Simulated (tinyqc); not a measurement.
# Trap depth and cross-section from two peaks

Problem. A DLTS peak lies where ew = sn g T^2 exp(-Et/kB T), g = vth Nc/(300 K)^2. Find Et and sn.

Inputs (values chosen for the exercise): conduction-band density of states at 300 K Nc = 5.62e17 cm^-3; thermal velocity at 300 K vth = 4.3e7 cm/s.

Constants: q = 1.602176634e-19 C, kB = 1.380649e-23 J/K. Results are converted to the units shown.

peak temperatures for ew = 10 and 500 1/s (K): 277.84069  326.19664

Answer. The slope of ln(ew/T^2) against q/kB T is -Et, and the intercept is ln(sn g).

Et = 0.580 eV
sn = 1.60e-14 cm^2

Numbers from tinyqc (`OMP_NUM_THREADS=1 python tinyqc.py 2050083 2050084 out.jsonl`; about 0.01 s on one thread of a shared Intel Xeon 2.30GHz).
